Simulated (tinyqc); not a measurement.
Pillar capacitor in an array: capacitance, non-linearity, leakage and relaxation: two steps of the calculation.

A film between two metal electrodes, each interface adding a series capacitance ci. The small-signal permittivity is ek (1 + aq E^2); the field is found with the linear permittivity. Leakage J = J0 sinh(E/Ef). After a voltage step the film passes a relaxation current kr C V tt^(-nr), tt being the time in seconds. The sidewall is a coaxial capacitor with radii a = dm/2 and b = dm/2 + t, depth AR dm; the end face is left out.

Inputs (values chosen for the exercise); permittivity of the order of that of aluminium oxide:
- ek = 8.46 (relative permittivity of the film)
- t = 12 nm (film thickness)
- ci = 58 uF/cm^2 (capacitance of each electrode interface (dead layer and screening))
- aq = 0.0032 cm^2/MV^2 (quadratic field coefficient of the permittivity)
- V = 1.3 V (bias)
- J0 = 8.3e-11 A/cm^2 (leakage prefactor)
- Ef = 0.45 MV/cm (field for an e-fold rise of the leakage)
- dm = 48 nm (diameter of the pillar)
- AR = 20 (aspect ratio, depth over diameter)
- pt = 100 nm (pitch of the square array)
- rho = 170 uohm cm (resistivity of the inner electrode)

Constants: eps0 = 8.8541878128e-14 F/cm where lengths are in cm. Results are converted to the units shown.

Task 1. Planar capacitance, field and non-linearity. Planar film: Cf = eps0 ek/t, 1/C = 1/Cf + 2/ci, EOT = 3.9 eps0/C, effective permittivity C t/eps0, E = (V/t) C/Cf; quadratic coefficient [C(V)/C - 1]/V^2 with Cf (1 + aq E^2) in C(V).

Wanted: Cf; C; EOT; effective permittivity; E; quadratic coefficient; J.

Result 1.

Cf = 0.6242 uF/cm^2
C = 0.6111 uF/cm^2
EOT = 5.651 nm
effective permittivity = 8.282
E = 1.061 MV/cm
quadratic coefficient = 2085 ppm/V^2
J = 4.341e-10 A/cm^2

The interfaces take 2.11 % of the voltage.

Task 2. Cell capacitance, fields and time constant. Per length 1/c = ln(b/a)/(2 pi eps0 ek) + (1/a + 1/b)/(2 pi ci); cell capacitance c AR dm; per footprint over pt^2; fields c V/(2 pi eps0 ek r) at r = a and b; resistance of the inner electrode rho AR dm/(pi a^2); time constant R C/3 of the distributed line.

Give: a; b; cell capacitance; capacitance per footprint; field at a; field at b; R; R C/3.

Result 2.

a = 24.00 nm
b = 36.00 nm
cell capacitance = 1.090 fF
capacitance per footprint = 10.90 uF/cm^2
field at a = 1.307 MV/cm
field at b = 0.8713 MV/cm
R = 0.9019 kohm
R C/3 = 0.3277 ps

The array gives 17.8 times the planar capacitance per footprint; curvature makes the field at the inner electrode 1.23 times the planar value.

Program tinyqc, `OMP_NUM_THREADS=1 python tinyqc.py 2102206 2102207 out.jsonl`; Intel Xeon 2.30GHz, shared host, one thread, about 0.01 s.
